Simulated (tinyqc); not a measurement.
Gate voltage from the surface potential.

Problem. At the source end, Vgs + Vsb - Vfb - psi = gamma sqrt(G), G = psi - Vt + Vt exp((psi - 2 phiF - Vsb)/Vt), and the voltage over the insulator is gamma sqrt(G). Find that voltage and Vgs.

Values chosen for this exercise: temperature T = 250 K; flat-band voltage Vfb = -0.8 V; source-body reverse bias Vsb = 1 V.

Constants: q = 1.602176634e-19 C, kB = 1.380649e-23 J/K, Vt = kB T/q. Results are converted to the units shown.

psi = 2.0513886 V
phiF = 0.49180753 V
gamma = 1.6084155 V^0.5

Answer. In this direction the relation is explicit: no iteration is needed.

voltage over the insulator = 2.559 V
Vgs = 2.810 V

Program tinyqc, `OMP_NUM_THREADS=1 python tinyqc.py 2360030 2360031 out.jsonl`; Intel Xeon 2.30GHz, shared host, one thread, about 0.05 s.
